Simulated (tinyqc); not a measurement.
Inside a calculation: carrier statistics of a doped semiconductor with parabolic bands. Values are carried at full precision from step to step, so a last printed digit may differ when a step is redone from the rounded ones.

Constants: kB = 8.617333262e-05 eV/K; hbar^2/2m0 = 3.80998211 eV angstrom^2.

Parameters, chosen for this exercise (near those of GaN; shifted at random, so the results belong to these values and not to a real crystal):

| symbol | value | unit | meaning |
|---|---|---|---|
| Eg0 | 3.492 | eV | gap at 0 K |
| al | 0.000902 | eV/K | Varshni alpha |
| be | 816 | K | Varshni beta |
| T | 300 | K |  |
| ml | 0.203 | m0 | longitudinal electron mass |
| mt | 0.203 | m0 | transverse electron mass |
| Mv | 1 |  | equivalent valleys |
| mhh | 1.42 | m0 | heavy-hole mass |
| mlh | 0.299 | m0 | light-hole mass |
| ND | 8.6e+15 | 1/cm^3 | donors |
| NA | 3.3e+15 | 1/cm^3 | acceptors |
| ED | 0.0215 | eV | donor level below Ec |
| EA | 0.179 | eV | acceptor level above Ev |

## Gap and thermal energy

Eg(T) = Eg0 - al T^2/(T + be) (Varshni).

Eg = 3.41926 eV
kT = 0.025852 eV

The gap has shrunk by 72.7 meV from 0 K and is 132.3 kT wide.

## Effective densities of states

m_de = Mv^(2/3) (ml mt^2)^(1/3); m_dh = (mhh^(3/2) + mlh^(3/2))^(2/3); N = 2 (m kB T/(4 pi c))^(3/2) with c = hbar^2/2m0, in 1/angstrom^3; times 1e24 for 1/cm^3.

m_de = 0.2030 m0
m_dh = 1.5101 m0
Nc = 2.2952e+18 1/cm^3
Nv = 4.6565e+19 1/cm^3

The light holes supply 8.8 % of Nv, and Nc/Nv = 0.0493.

## Intrinsic density and level

With Boltzmann statistics ni = sqrt(Nc Nv) exp(-Eg/2kT) and Ei = Eg/2 + (kT/2) ln(Nv/Nc), counted from Ev.

ni = 1.97e-10 1/cm^3
Ei = 1.7485 eV

Ei lies 38.9 meV above midgap, towards the band with the smaller density of states.

## Neutrality by bisection

Energies are counted from Ev, so Ec = Eg. n = Nc F_1/2((EF - Eg)/kT), p = Nv F_1/2(-EF/kT), ND+ = ND/(1 + 2 exp((EF - Eg + ED)/kT)), NA- = NA/(1 + 4 exp((EA - EF)/kT)); neutrality asks p + ND+ = n + NA-. F_j(eta) = (1/Gamma(j + 1)) integral_0^infinity x^j dx/(1 + exp(x - eta)), which tends to exp(eta) for eta << 0.

Start from the bracket [-0.2 eV, Eg + 0.2 eV]; at the midpoint EF take the sign of p + ND+ - n - NA-; where it is positive EF must rise. Fourteen steps are shown.

Bisection (eV, 1/cm^3):

| step | low | high | EF | n | p | ND+ | NA- | sign |
|---|---|---|---|---|---|---|---|---|
| 1 | -0.20000 | 3.61926 | 1.70963 | 4.37e-11 | 8.86e-10 | 8.60e+15 | 3.30e+15 | + |
| 2 | 1.70963 | 3.61926 | 2.66444 | 4.79e+05 | 8.08e-26 | 8.60e+15 | 3.30e+15 | + |
| 3 | 2.66444 | 3.61926 | 3.14185 | 5.02e+13 | 7.71e-34 | 8.60e+15 | 3.30e+15 | + |
| 4 | 3.14185 | 3.61926 | 3.38055 | 4.77e+17 | 7.54e-38 | 4.24e+15 | 3.30e+15 | - |
| 5 | 3.14185 | 3.38055 | 3.26120 | 5.07e+15 | 7.63e-36 | 8.51e+15 | 3.30e+15 | + |
| 6 | 3.26120 | 3.38055 | 3.32088 | 5.07e+16 | 7.58e-37 | 7.80e+15 | 3.30e+15 | - |
| 7 | 3.26120 | 3.32088 | 3.29104 | 1.61e+16 | 2.40e-36 | 8.33e+15 | 3.30e+15 | - |
| 8 | 3.26120 | 3.29104 | 3.27612 | 9.03e+15 | 4.28e-36 | 8.45e+15 | 3.30e+15 | - |
| 9 | 3.26120 | 3.27612 | 3.26866 | 6.77e+15 | 5.71e-36 | 8.48e+15 | 3.30e+15 | - |
| 10 | 3.26120 | 3.26866 | 3.26493 | 5.86e+15 | 6.60e-36 | 8.50e+15 | 3.30e+15 | - |
| 11 | 3.26120 | 3.26493 | 3.26307 | 5.45e+15 | 7.09e-36 | 8.51e+15 | 3.30e+15 | - |
| 12 | 3.26120 | 3.26307 | 3.26214 | 5.26e+15 | 7.36e-36 | 8.51e+15 | 3.30e+15 | - |
| 13 | 3.26120 | 3.26214 | 3.26167 | 5.17e+15 | 7.49e-36 | 8.51e+15 | 3.30e+15 | + |
| 14 | 3.26167 | 3.26214 | 3.26190 | 5.21e+15 | 7.42e-36 | 8.51e+15 | 3.30e+15 | - |

Each step halves the bracket, which is 0.466 meV wide at the last row.

## The neutral state

Solve the neutrality condition for EF to convergence.

EF = 3.2619 eV
n = 5.21e+15 1/cm^3
p = 7.42e-36 1/cm^3
ND+ = 8.51e+15 1/cm^3
NA- = 3.30e+15 1/cm^3

The material is n-type; 99.0 % of the donors are ionised. EF lies 6.09 kT inside the gap from the conduction edge, so Boltzmann statistics would serve; n p/(Nc Nv exp(-Eg/kT)) = 0.999.

## Checks

- F_1/2(1) by the trapezoid rule against adaptive quadrature: both 1.575641.
- Positive against negative charge at the solution (1/cm^3): both 8.51115e+15.

Computed by tinyqc, a small Python program: `OMP_NUM_THREADS=1 python tinyqc.py 1650798 1650799 out.jsonl` (the numbers bound the seed that draws the inputs); one thread of a shared host (Intel(R) Xeon(R) Processor @ 2.30GHz), about 0.01 s for the whole set of steps.
